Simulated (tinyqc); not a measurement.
Nanowire ballistic transistor, top-of-the-barrier model: one step of the calculation.

At the top of the source barrier, states moving towards the drain are filled by the source (Fermi level 0) and states moving back by the drain (Fermi level -q Vd); nothing scatters. U is the shift of the band edge there, set by the capacitances CG, CD and CS (the total) and by the charge. Parabolic one-dimensional subband; the source is grounded.

Task. Self-consistent potential at the barrier top. eta1 = -(E0 + U)/Vt, eta2 = eta1 - Vd/Vt, n = (N0/2)[F_(-1/2)(eta1) + F_(-1/2)(eta2)], F_(-1/2)(x) = (1/sqrt(pi)) int_0^infinity u^(-1/2)/(1 + exp(u - x)) du. U(out) = UL + q (n - n0)/CS. Newton step: U(new) = U + (U(out) - U)/(1 + CQ/CS), CQ = (q/Vt) dn/d(eta1) with both F' summed; F' = dF_(-1/2)/dx.

Values chosen for this exercise; mass and valleys made up:
- T = 250 K (temperature)
- E0 = 0.21 eV (band edge at the barrier top above the source Fermi level at zero bias)
- Vd = 0.05 V (drain voltage)

Constants: q = 1.602176634e-19 C, kB = 1.380649e-23 J/K, Vt = kB T/q. Results are converted to the units shown.

U after iteration 1 = -0.22520232 eV
N0 = 3.4528698e6 cm^-1
CS = 4.4444191 pF/cm
n0 = 201.71983 cm^-1
UL = -0.3418 eV

Wanted: eta1; eta2; n; U(out); CQ; U after iteration 2.

Result.

eta1 = 0.7057
eta2 = -1.615
n = 1.850e6 cm^-1
U(out) = -0.2751 eV
CQ = 7.601 pF/cm
U after iteration 2 = -0.2436 eV

tinyqc, about 0.04 s, one thread, Intel Xeon 2.30GHz (shared host): `OMP_NUM_THREADS=1 python tinyqc.py 2400127 2400128 out.jsonl`
